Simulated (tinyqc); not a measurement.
k.p theory built from an empirical-pseudopotential calculation at Gamma, step by step. Values are carried at full precision from step to step, so a last printed digit may differ when a step is redone from the rounded ones.

Empirical pseudopotential on the fcc lattice, atoms at +/- tau, tau = a (1,1,1)/8, no spin-orbit coupling. H(G,G') = c (2 pi/a)^2 |k + G|^2 delta + VS(q) cos(q.tau) + i VA(q) sin(q.tau), q = G - G', c = hbar^2/2m0; k and G in units of 2 pi/a; VS at |q|^2 = 3, 8, 11 and VA at 3, 4, 11, in rydberg, zero elsewhere. The basis is fixed: all 113 G with |G|^2 up to Gcut. Energies are counted from the fourth level at Gamma.

Constants: hbar^2/2m0 = 3.80998211 eV angstrom^2; Ry = 13.60569312 eV.

Values chosen for the exercise (near those of GaAs; not measured data):
- a = 5.644 angstrom (lattice constant)
- VS = (-0.231, 0.009, 0.059) Ry (symmetric form factors)
- VA = (0.069, 0.05, 0.011) Ry (antisymmetric form factors)
- Gcut = 20 (2 pi/a)^2 (largest |G|^2 of the fixed basis)

## Levels at Gamma

Diagonalise H at k = 0 and group equal levels.

Multiplets at Gamma:
```
multiplet  degeneracy    E (eV)
1                   1  -12.2808
2                   3    0.0000
3                   1    1.2927
4                   3    4.4273
5                   1    7.9957
6                   2    8.7001
7                   3   12.7573
8                   1   14.2206
9                   3   26.8495
```

The lowest empty multiplet is a singlet at 1.293 eV; the lowest empty singlet (s-like) is multiplet 3.

## Mass of the s-like conduction level (multiplet 3)

For a multiplet A of d_A states, W(B) = (4 c/(3 d_A)) sum over n in A, m in B and i = x, y, z of |<n|G_i|m>|^2 (G in 1/angstrom, <n|G_i|m> = sum_G c_n(G)* G_i c_m(G)); the mean inverse mass of A is 1 + sum_B W(B)/(E_A - E_B). Multiplets with W = 0 are left out.

List the couplings (the first eight at most); W to the valence triplet is the Kane energy Ep.

Couplings:
```
multiplet B  degeneracy  E_B (eV)   W (eV)  W/(E_A - E_B)
2                     3    0.0000  18.2759        14.1377
4                     3    4.4273   0.0096        -0.0031
7                     3   12.7573   0.2250        -0.0196
10                    3   27.3829   0.3785        -0.0145
12                    3   28.0115   0.2197        -0.0082
15                    3   41.1394   0.0217        -0.0005
16                    3   41.9059   0.0001         0.0000
19                    3   42.6938   0.0090        -0.0002
```

sum over the higher multiplets = -0.0018
1/m = 15.0898

Ep = 18.28 eV. The valence triplet gives 14.14, all other levels together -0.05; m = 0.0663, against 0.0661 for two levels alone.

## Valence parameters

Fold all other levels onto the valence triplet: D(u) = c + 4 c^2 sum_m <n|u.G|m><m|u.G|n'>/(0 - E_m), in units of c. Along [100] its eigenvalues are L (once) and M (twice); along [111] (L + 2M + 2N)/3 (once) and (L + 2M - N)/3 (twice). Then g1 = -(L + 2M)/3, g2 = -(L - M)/6, g3 = -N/6.

eigenvalues along [100]: -14.626  -2.219  -2.219

eigenvalues along [111]: -17.213  -0.926  -0.926

L, M, N: -14.626  -2.219  -16.287

g1, g2, g3: 6.355  2.068  2.715

With spin-orbit coupling added at fixed g1, g2, g3 and large against the hole energy these give heavy and light masses along [100] of 0.451 and 0.095. The s-like level alone adds Ep/(3E) = 4.71 to g1. Local form factors fix Ep and the gap only roughly, so these values can lie far from measured ones.

## Checks

- 1/m of the s-like level from the sum against the curvature of the band: both 15.09.
- L and M against the curvatures along [100]: largest relative difference 2.2e-06.

tinyqc: `OMP_NUM_THREADS=1 python tinyqc.py 1050405 1050406 out.jsonl`; about 1 s, one thread, shared Intel(R) Xeon(R) Processor @ 2.30GHz.
